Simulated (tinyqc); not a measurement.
Worked calculation: five-level k.p model folded onto the conduction band. Values are carried at full precision from step to step, so a last printed digit may differ when a step is redone from the rounded ones.

Second-order sums for the lowest conduction level at E: 1/m = 1 + Cm + (Ep/3)(2/E + 1/(E + Dso)) - (Ep2/3)(2/(E7 + D2 - E) + 1/(E7 - E)); g/2 = 1 + Cg - (Ep/3)(1/E - 1/(E + Dso)) - (Ep2/3)(1/(E7 - E) - 1/(E7 + D2 - E)). E is counted from the top of the valence band; E = Eg at the edge.

Constants: hbar^2/2m0 = 3.80998211 eV angstrom^2.

Inputs chosen for the exercise (near those of CdTe; not measured data):
- Eg = 1.626 eV (gap at Gamma to the s-like level)
- Dso = 0.868 eV (spin-orbit splitting)
- Ep = 18.8 eV (Kane energy)
- E7 = 5.34 eV (upper Gamma7 conduction level, from the valence top)
- D2 = 0.32 eV (its spin-orbit splitting, Gamma8 above Gamma7)
- Ep2 = 2.3 eV (Kane energy to the upper levels)
- Cm = -0.5 (remote term in 1/m)
- Cg = -0.02 (remote term in g/2)
- k = 0.077 1/angstrom (wave vector along z)

## Mass and g factor term by term

Evaluate at E = Eg.

Terms:
```
level,part of 1/m,part of g
free + remote,0.5000,1.9600
Gamma8 valence,7.7081,-7.7081
Gamma7 valence,2.5127,5.0254
Gamma8 upper,-0.3801,0.3801
Gamma7 upper,-0.2064,-0.4129
```

m = 0.0987 m0
g = -0.755

The valence levels give 10.22 to 1/m and the upper levels take 0.59 away. In g the two valence terms nearly cancel when Dso is small against Eg; here Dso/Eg = 0.53 and they leave -2.683, the upper pair -0.033.

## The matrix at one k

For k along z and one spin sector the level c couples to four states. With c0 = hbar^2/2m0, P = sqrt(Ep c0), P2 = sqrt(Ep2 c0): diagonal Eg + (1 + Cm) c0 k^2 for c, and 0, -Dso, E7 + D2, E7 for lh, so, G8 up, G7 up (their own dispersion is left out); couplings of c: sqrt(2/3) P k to lh, sqrt(1/3) P k to so, sqrt(2/3) P2 k to G8 up, sqrt(1/3) P2 k to G7 up (phases chosen real).

Fill in the matrix.

H (eV), lower triangle:
```
,c,lh,so,G8 up,G7 up
c,1.63729
lh,0.53209,0
so,0.37624,0,-0.86800
G8 up,0.18611,0,0,5.66000
G7 up,0.13160,0,0,0,5.34000
```

## Exact folding onto c

Solve E = H_cc + S(E), S(E) = sum_j H_cj^2/(E - H_jj), from E = H_cc, by plain substitution and by Newton steps on E - H_cc - S(E). The weight of c in the state is Z = 1/(1 - dS/dE). The exact level is the third eigenvalue of H from below.

Iterates (eV):
```
step,substitution,Newton
0,1.63729,1.63729
1,1.85343,1.82830
2,1.82800,1.83045
3,1.83071,1.83045
4,1.83042,1.83045
5,1.83045,1.83045
6,1.83045,1.83045
7,1.83045,1.83045
```

exact level = 1.83045 eV
Z = 0.9028

Substitution multiplies the error by about dS/dE = 1 - 1/Z = -0.108 a step, so it alternates; after 7 steps it is off by 3.6e-08 eV, while Newton is within 1e-5 eV from step 2 on.

## Loewdin series

Expanding E = H_cc + S(E) about Eg in powers of k^2, with s_n = sum_j H_cj^2/(Eg - H_jj)^n: order k^2: e2 = (1 + Cm) c0 k^2 + s1; order k^4: e4 = -s2 e2; order k^6: e6 = s3 e2^2 + s2^2 e2.

Give each order and the partial sums, counted from Eg.

s1 (eV), s2 (no unit), s3 (1/eV); (1 + Cm) c0 k^2 is H_cc - Eg: 0.21763  0.13323  0.07412

e2, e4, e6 (eV): 0.22893  -0.03050  0.00795

partial sums (eV): 0.22893  0.19843  0.20637

The exact value is 0.20445 eV; the errors of the partial sums are +24.48, -6.02 and +1.93 meV.

## Checks

- Curvature of the exact level at small k against the sum for 1/m: both 10.134.

Program tinyqc; command `OMP_NUM_THREADS=1 python tinyqc.py 1051211 1051212 out.jsonl`; about 0.01 s on one thread of a shared Intel(R) Xeon(R) Processor @ 2.30GHz.
